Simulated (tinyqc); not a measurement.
Decay of LO phonons and the hot-phonon bottleneck in the cooling of electrons: one step, computed by the program tinyqc. Command: `OMP_NUM_THREADS=1 python tinyqc.py 3031173 3031174 out.jsonl hotphonon walk`. One thread of a shared host (Intel(R) Xeon(R) Processor @ 2.30GHz), about 0.01 s of CPU time with the checks.

n(E, T) = 1/(exp(E/(k_B T)) - 1) is the Bose occupation. Electrons have a temperature T_e; the LO modes within their reach share one occupation N; the decay products stay at the lattice temperature.

Question. Lifetime and Raman width. Decay rate 1/tau = (1/tau_0) [1 + n(f hbar omega) + n((1 - f) hbar omega)]. Full width Gamma = 1/(2 pi c tau) in 1/cm, c in cm/s.

Inputs (values chosen for the exercise, modelled on gallium oxide):
```
quantity                                     value  unit
LO energy hbar omega                          45.1   meV
lifetime at T = 0, tau_0                       1.2    ps
share f of the energy in the softer product   0.37     -
lattice temperature T                          150     K
```

Decay channel: two unequal phonons (Ridley).

Constants: k_B = 8.617333262e-05 eV/K; c = 299792458 m/s.

Give: thermal factor tau_0/tau; phonon lifetime tau; Raman width Gamma; equilibrium LO occupation N_0.

Answer.

thermal factor tau_0/tau = 1.5042

phonon lifetime tau = 0.79777 ps

Raman width Gamma = 6.6546 1/cm

equilibrium LO occupation N_0 = 0.031490

Stimulated decay shortens the lifetime by 34 %.
